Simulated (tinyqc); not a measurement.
# From initial velocity back to glide activation energy Q

Model: kinetics of strain relaxation and threading dislocations in mismatched semiconductor layers. Computed by tinyqc, a small Python program. Command: `OMP_NUM_THREADS=1 python tinyqc.py 3022707 3022708 out.jsonl threading inv`. One thread of a shared host (Intel(R) Xeon(R) Processor @ 2.30GHz), about 0.02 s of CPU time with the checks.

60-degree dislocations on {111} planes of a (001) layer, isotropic elasticity. The Schmid factor is 1/sqrt(6), and a misfit segment relieves strain with b/2.

Inputs (values chosen for the exercise, modelled on Si(0.7)Ge(0.3) on Si): misfit f = 0.0126; shear modulus G = 62.9 GPa; Poisson ratio nu = 0.27; Burgers vector b = 3.89 angstrom; velocity prefactor v0 = 33000 m/s per MPa; layer thickness h = 150 nm; anneal temperature T = 702 K.

Constants: k_B = 8.617333262e-05 eV/K.

Method. Excess resolved stress tau = (1/sqrt 6) [2 G (1 + nu)/(1 - nu)] (e - e_eq), e_eq = b (1 - nu/4) [ln(h/b) + 1]/(4 pi (1 + nu) h), the Matthews-Blakeslee strain of an uncapped layer; glide velocity v = v0 tau exp(-Q/(k_B T)), tau in MPa.

Task: A run gave the result below. Find the glide activation energy Q, known to lie between 1.8 and 2.6 eV.

initial velocity = 0.02502327 micrometre/s

Result:

Each step takes the trial c = (a f_b - b f_a)/(f_b - f_a), f being the result less the target and a, b, c the logarithms of the listed values; c replaces end b, the old b replaces a if the sign of f changed, and otherwise f_a is halved.

Scan of the range:
```
glide activation energy Q (eV)  initial velocity (micrometre/s)
1.80                                                4.06939e+00
1.91                                                6.60420e-01
2.03                                                9.08489e-02
2.16                                                1.05932e-02
2.30                                                1.04699e-03
2.45                                                8.77137e-05
2.60                                                7.34838e-06
```

False position (Illinois rule, in the logarithm of the input) inside the bracket:
```
step    end a    end b    trial  initial velocity (micrometre/s)
1     2.03000  2.16000  2.13603                        0.0157447
2     2.03000  2.13603  2.11224                        0.0233277
3     2.03000  2.11224  2.10442                        0.0265475
4     2.11224  2.10442  2.10812                        0.0249728
5     2.10442  2.10812  2.10800                        0.0250218
6     2.10442  2.10800  2.10800                        0.0250246
7     2.10800  2.10800  2.10800                        0.0250233
8     2.10800  2.10800  2.10800                        0.0250233
```

Initial velocity falls at every point of a 13-point scan of the range (every second point is shown), so one value fits; it is bracketed by 2.03 and 2.16. Answer: glide activation energy Q = 2.108 eV.

Caution: at stresses above about 1 GPa the linear velocity law understates glide, as stress lowers the kink barrier.
